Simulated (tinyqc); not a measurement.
Worked calculation: thermal boundary conductance by the acoustic and diffuse mismatch models. Computed by tinyqc, a small Python program that keeps every step. Command: `OMP_NUM_THREADS=1 python tinyqc.py 3019520 3019521 out.jsonl kapitza walk`. One thread of a shared host (Intel(R) Xeon(R) Processor @ 2.30GHz), about 0.01 s of CPU time with the checks. Intermediate numbers are printed to about 7 digits and carried at full precision; extremes and crossings named in words are read from the listed rows.

Each side has one longitudinal and two transverse Debye branches, omega = v q up to q_D = (6 pi^2 n)^(1/3), with n counting all atoms. Scattering at the interface is elastic. Electrons are left out of G, also for metals. Melting is ignored. G refers to the temperatures of the phonons sent towards the interface. Linear branches over all atoms overstate G at high T, most for crystals with several atoms a cell.

Inputs (values chosen for the exercise, modelled on gallium nitride (side 1) and germanium (side 2)):

| quantity | value | unit |
|---|---|---|
| density rho_1 | 6.24 | g/cm^3 |
| longitudinal velocity vL_1 | 7830 | m/s |
| transverse velocity vT_1 | 4080 | m/s |
| atom density n_1 | 86 | 1/nm^3 |
| conductivity kappa_1 | 205 | W/(m K) |
| density rho_2 | 5.44 | g/cm^3 |
| longitudinal velocity vL_2 | 5280 | m/s |
| transverse velocity vT_2 | 3340 | m/s |
| atom density n_2 | 43.9 | 1/nm^3 |
| conductivity kappa_2 | 59.6 | W/(m K) |
| temperature T | 300 | K |
| thickness d_1 | 270 | nm |
| thickness d_2 | 48000 | nm |
| heat flux J | 12 | kW/cm^2 |

Structure: film on a substrate.

Constants: hbar = 1.054571817e-34 J s; k_B = 1.380649e-23 J/K.

## Cut-off frequencies and impedances

omega_c = v q_D for each branch, given as hbar omega_c/k_B; impedance Z = rho v.

Branches:

| branch | v (m/s) | cut-off (K) | Z (1e6 kg/(m^2 s)) |
|---|---|---|---|
| L, side 1 | 7830 | 1028.974 | 48.8592 |
| T, side 1 | 4080 | 536.170 | 25.4592 |
| L, side 2 | 5280 | 554.539 | 28.7232 |
| T, side 2 | 3340 | 350.788 | 18.1696 |

## Acoustic mismatch: transmission of each branch

No mode conversion. t(theta) = 4 Z_1 Z_2 cos(theta_1) cos(theta_2)/N^2, with N = Z_2 cos(theta_1) + Z_1 cos(theta_2) for L (the form for pressure waves) and N = Z_1 cos(theta_1) + Z_2 cos(theta_2) for both T branches (the form for shear waves polarised along the interface); sin(theta_2) = (v_2/v_1) sin(theta_1), and t = 0 beyond the critical angle arcsin(v_1/v_2); the mean over the incoming flux is alpha = 2 int t sin(theta_1) cos(theta_1) d theta_1 (64 Gauss-Legendre points).

Transmission:

| branch | t at normal incidence | largest angle from side 1 (deg) | alpha, 1 to 2 | alpha, 2 to 1 |
|---|---|---|---|---|
| L | 0.9326372 | 90 | 0.8172829 | 0.3716351 |
| T | 0.9720835 | 90 | 0.9721300 | 0.6514738 |

For L waves from side 1 no critical angle exists; the mean is 0.82 against 0.93 at normal incidence. For T waves from side 1 no critical angle exists, and the mean 0.97 stays near the normal-incidence 0.97.

## Diffuse mismatch: transmission at low frequency

A phonon forgets its side and branch: alpha(1 to 2) = S_2/(S_1 + S_2), S_i = 1/vL_i^2 + 2/vT_i^2.

S_1 = 1.364569e-07 s^2/m^2

S_2 = 2.151522e-07 s^2/m^2

diffuse alpha, 1 to 2 = 0.6119073

## Boundary conductance

G = (k_B^4 T^3/(8 pi^2 hbar^3)) int W(x) x^4 e^x/(e^x - 1)^2 dx, x = hbar omega/(k_B T). Acoustic mismatch: W = sum over the three branches of alpha(1 to 2)/v_1^2, each up to the lower of its two cut-offs. Diffuse mismatch: W = S_1 S_2/(S_1 + S_2), where S_i sums 1/v^2 over the branches of side i still below their cut-off. Radiation limit: W = min(S_1, S_2). The integral is split at the four cut-offs (64 Gauss-Legendre points a piece, x at most 45). Boundary resistance R = 1/G and Kapitza length kappa_2/G use the diffuse value.

G, acoustic mismatch = 868.5883 MW/(m^2 K)

G, diffuse mismatch = 799.8400 MW/(m^2 K)

G, radiation limit = 1177.281 MW/(m^2 K)

boundary resistance R = 1.250250 m^2 K/GW

Kapitza length in side 2 = 74.51491 nm

The diffuse value is 0.92 times the acoustic one and 68 % of the radiation limit. Diffuse scattering lowers G here: it sends back a share of the phonons that specular transmission lets pass. Caution: at this temperature short waves carry the heat; linear branches up to q_D overstate their velocity, and inelastic processes, left out here, grow with T.

## Conductance against temperature

The formulas are those given above.

G (MW/(m^2 K)):

| T (K) | acoustic mismatch | diffuse mismatch | radiation limit |
|---|---|---|---|
| 2 | 0.01061071 | 0.006808547 | 0.01112676 |
| 5 | 0.1657924 | 0.1063835 | 0.1738556 |
| 10 | 1.326339 | 0.8510683 | 1.390845 |
| 20 | 10.60965 | 6.808044 | 11.12584 |
| 40 | 80.41676 | 52.32545 | 85.12668 |
| 80 | 353.2619 | 261.0371 | 408.2711 |
| 150 | 672.5522 | 574.7340 | 862.6921 |
| 300 | 868.5883 | 799.8400 | 1177.281 |
| 600 | 933.2932 | 878.6602 | 1286.052 |
| 1000 | 948.1872 | 897.0891 | 1311.401 |

All three follow T^3 at the cold end (exponent 3.00 for the diffuse model) and flatten at high T (exponent 0.04 at the hot end); the lowest cut-off is 351 K. The ratio of diffuse to acoustic goes from 0.64 to 0.95. The plateau is set by the frequencies that both sides share.

## Temperature rise through the stack

In series: Delta T = J (d_1/kappa_1 + R + d_2/kappa_2), with bulk conductivities in the layers and one-dimensional flow.

temperature drops (K): film 0.1580488, interface 0.1500300, substrate 96.64430

total rise Delta T = 96.95237 K

interface share of film plus interface = 0.4869858

The substrate takes the largest drop, 100 % of the total. Caution: the rise is not small against T, so constant conductivities fail; a rise of thousands of kelvin would destroy the stack. Caution: R from emitted-phonon temperatures is too large for use in series with Fourier layers, by up to a factor of about 2.

Checks made by the program: detailed balance alpha_12/v_1^2 = alpha_21/v_2^2 (relative difference below 1e-10); low-temperature limit G = pi^2 k_B^4 T^3 alpha S_1/(30 hbar^3) (relative difference below 1e-10).
